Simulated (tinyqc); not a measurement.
# Film thickness from the threshold shift

Inverse problem. Undoped body with a flat potential across it, hard walls, transport along x. One isotropic valley (g = 1, mx = my = mz = me). Non-parabolicity enters the subband edges through E (1 + al E) = gamma, so E = 2 gamma/(1 + sqrt(1 + 4 al gamma)); motion within a subband is taken as parabolic with the band-edge mass. Energies are counted from the bulk band edge. gamma = C (pi k/(t + dl))^2/mz, C = hbar^2/(2 m0). Each subband has N_k = g sqrt(mx my) m0 kB T/(pi hbar^2); without degeneracy n = exp(EF/Vt) sum N_k exp(-E_k/Vt). Classical value Nc times t, Nc = sum over valleys of 2 g (m m0 kB T/(2 pi hbar^2))^1.5 with m = (mx my mz)^(1/3). Threshold shift dVT = Vt ln(classical value/sum N_k exp(-E_k/Vt)). Find t and the lowest subband edge.

Parameters, values chosen for the exercise; masses close to those of InAs:
```
symbol,value,unit,meaning
T,300,K,temperature
me,0.0231,m0,mass at the band edge
al,2.6,1/eV,non-parabolicity
dl,0.3,nm,widening of the box by penetration into the insulator
```

Constants: q = 1.602176634e-19 C, kB = 1.380649e-23 J/K, hbar = 1.054571817e-34 J s, m0 = 9.1093837015e-31 kg, Vt = kB T/q, hbar^2/(2 m0) = 0.0380998212 eV nm^2. Results are converted to the units shown.

dVT = 117.50825 mV

Answer. dVT is evaluated for trial values of t with all subbands; between 1.5 and 25 nm one value matches.

t = 8.60 nm
E_1 = 148 meV

Computed by the program tinyqc: `OMP_NUM_THREADS=1 python tinyqc.py 2350168 2350169 out.jsonl`, one thread of a shared Intel Xeon 2.30GHz, about 0.03 s for the whole run.
